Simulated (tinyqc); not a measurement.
All hoppings scaled: three-band tight binding of a dichalcogenide monolayer.

Parameters, chosen for this exercise (near a published set for monolayer WSe2; shifted at random, so the results belong to these values and not to a real crystal): e1 = 0.953 eV (level of dz2); e2 = 2.161 eV (level of dxy and dx2-y2); t0 = -0.209 eV (hopping); t1 = 0.467 eV (hopping); t2 = 0.484 eV (hopping); t11 = 0.268 eV (hopping); t12 = 0.323 eV (hopping); t22 = 0.033 eV (hopping); lam = 0.224 eV (spin-orbit constant).

The six hoppings are multiplied by f; e1, e2 and lam stay (real strain also moves e1 and e2, so this is no model of it). Closed forms: Ev(K) = e2 - (3/2)(t11 + t22) - 3 sqrt3 t12 + lam, Ec(K) = e1 - 3 t0, Ev(Gamma) = e1 + 6 t0.

Gaps (eV):
```
f     direct gap at K  Ev(K) - Ev(Gamma)  Ec(K) - top of valence band
0.85           0.9113             0.6875                       0.9113
0.90           1.0492             0.6437                       1.0492
0.94           1.1594             0.6087                       1.1594
0.97           1.2422             0.5824                       1.2422
1.00           1.3249             0.5561                       1.3249
1.03           1.4076             0.5299                       1.4076
1.06           1.4903             0.5036                       1.4903
1.10           1.6005             0.4686                       1.6005
```

The direct gap changes by +27.6 meV for each per cent of f. The top of the valence band stays at K over the range.

Computed by tinyqc, a small Python program: `OMP_NUM_THREADS=1 python tinyqc.py 1482332 1482333 out.jsonl` (the numbers bound the seed that draws the inputs); one thread of a shared host (Intel(R) Xeon(R) Processor @ 2.30GHz), about 0.01 s for the whole set of steps.
